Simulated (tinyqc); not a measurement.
Permittivity and interface capacitance from two thicknesses.

Inverse problem. 1/C = t/(eps0 ek) + 2/ci for planar capacitors that differ only in thickness. Find ek, ci and the EOT of the interfaces, 2 x 3.9 eps0/ci.

Constants: eps0 = 8.8541878128e-14 F/cm where lengths are in cm. Results are converted to the units shown.

C at t = 15 and 45 nm (uF/cm^2): [1.3388127, 0.44913427]

Solution. 1/C is a straight line in t: the slope gives ek and the intercept 2/ci. A single thickness would give only the effective permittivity; when the interfaces are a small part of 1/C, ci needs very accurate data.

ek = 22.90
ci = 280.0 uF/cm^2
EOT of the interfaces = 0.02467 nm

tinyqc, about 0.01 s, one thread, Intel Xeon 2.30GHz (shared host): `OMP_NUM_THREADS=1 python tinyqc.py 2102038 2102039 out.jsonl`
